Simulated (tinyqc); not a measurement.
# Worked calculation: MOSFET in saturation, small-signal circuit and noise

tinyqc, about 0.01 s, one thread, Intel Xeon 2.30GHz (shared host): `OMP_NUM_THREADS=1 python tinyqc.py 2150047 2150048 out.jsonl` Printed values are rounded.

Bias by the inversion coefficient IC = I/Ispec (charge-based model with velocity saturation; weak inversion below 0.1, strong above 10). Common-source circuit: gm, gds, Cgs, Cgd and Cj at the inner nodes, Rg in series with the gate; quasi-static, no source or drain resistance, no gate-body capacitance, no substrate network, no induced gate noise, so fmax is an upper estimate.

Values chosen for this exercise:
```
symbol   value         unit                                   meaning
T          400            K                               temperature
L          350           nm                               gate length
W           80           um                          total gate width
Cox       1.56      uF/cm^2                          gate capacitance
mu         170   cm^2/(V s)                                  mobility
n         1.43                                           slope factor
Ls          10           nm                velocity-saturation length
sg       0.012                                           ratio gds/gm
Cov       0.33        fF/um   overlap and fringe capacitance per side
Cj        0.67        fF/um                drain junction capacitance
Rsh          5          ohm              sheet resistance of the gate
Wf           2           um                              finger width
Rc         300       ohm um      gate contact and vertical resistance
IC        0.64                                  inversion coefficient
gw        0.15               short-channel excess of the noise factor
Nt      1.1e18  cm^-3 eV^-1                        oxide trap density
lt         0.1           nm          tunnelling length into the oxide
ac           0        V s/C            Coulomb scattering coefficient
f          0.3          GHz                          signal frequency
```

Constants: q = 1.602176634e-19 C, kB = 1.380649e-23 J/K, Vt = kB T/q. Results are converted to the units shown.

Range of the model: fmax exceeds 4 fT, where channel resistance and substrate losses, left out here, would cap it.

## Current, transconductance and gain

Ispec = 2 n mu Cox (W/L) Vt^2, lc = Ls/L, gms = [sqrt((lc IC + 1)^2 + 4 IC) - 1]/[2 + lc (lc IC + 1)], gm = gms Ispec/(n Vt), gds = sg gm.

Ispec = 205.981 uA
I = 131.828 uA
gms = 0.441848
gm = 1.84642 mS
gds = 0.0221571 mS
gm/I = 14.0063 1/V

gm/I is 69.0 % of its weak-inversion limit 1/(n Vt); without velocity saturation (lc = 0) gms would be 0.443.

## Capacitances, gate resistance and cut-off frequencies

qs = [sqrt(1 + 4 IC) - 1]/2, Cgs = Cox W L qs (2 qs + 3)/(3 (qs + 1)^2) + Cov W, Cgd = Cov W, Cd = Cj W, Rg = Rsh (Wf/L)/(12 Nf) + Rc/W with Nf = W/Wf fingers (not rounded) contacted at both ends. fT = gm/(2 pi (Cgs + Cgd)), fmax = fT/(2 sqrt(Rg (gds + 2 pi fT Cgd))).

Cgs = 146.841 fF
Cgd = 26.4 fF
Cd = 53.6 fF
Rg = 3.80952 ohm
fT = 1.69629 GHz
fmax = 24.9421 GHz

Overlap and fringe make up 30.5 % of the gate capacitance; fmax is 14.7 times fT.

## Admittance matrix

Inner admittances at w = 2 pi f: y11 = i w (Cgs + Cgd), y12 = -i w Cgd, y21 = gm - i w Cgd, y22 = gds + i w (Cgd + Cd). Invert to Z, add Rg to Z11 and invert back to Y.

inner y (mS):

|  | 1 | 2 |
|---|---|---|
| 1 | 0.00000+0.32655i | 0.00000-0.04976i |
| 2 | 1.84642-0.04976i | 0.02216+0.15080i |

Y with Rg (mS):

|  | 1 | 2 |
|---|---|---|
| 1 | 0.00041+0.32655i | -0.00006-0.04976i |
| 2 | 1.84636-0.05206i | 0.02217+0.15115i |

## Current gain and unilateral power gain

|h21| = |Y21/Y11|; U = |Y21 - Y12|^2/(4 [Re Y11 Re Y22 - Re Y12 Re Y21]). Extrapolated at 20 dB a decade: f |h21| and f sqrt(U).

|h21| = 5.65636
U = 6912.33
f |h21| = 1.69691 GHz
f sqrt(U) = 24.9421 GHz

f |h21| is 0.036 % above the formula for fT, and f sqrt(U) within 0.01 % of that for fmax.

## Noise at the gate

Channel noise Sid = 4 kB T gam n gm with gam = (1/2 + (2/3) qs)/(1 + qs) + gw lc IC, qs = [sqrt(1 + 4 IC) - 1]/2, lc = Ls/L (the last term an empirical rise with velocity saturation); at the gate, white noise Sw = Sid/gm^2 + 4 kB T Rg. Number fluctuation with correlated mobility: S(f) = K/f, K = q^2 Vt lt Nt/(W L Cox^2) (1 + ac mu Cox I/gm)^2, Vt in eV with Nt per eV. Corner fc = K/Sw. Full shot noise would be 2 q I.

gam = 0.553941
Sid = 3.23098e-23 A^2/Hz
Sid/(2 q I) = 0.764868
sqrt(Sw) = 3.09211 nV/Hz^0.5
K = 1.42836e-11 V^2
fc = 1.49392 MHz

The gate resistance gives 0.88 % of the white noise power.
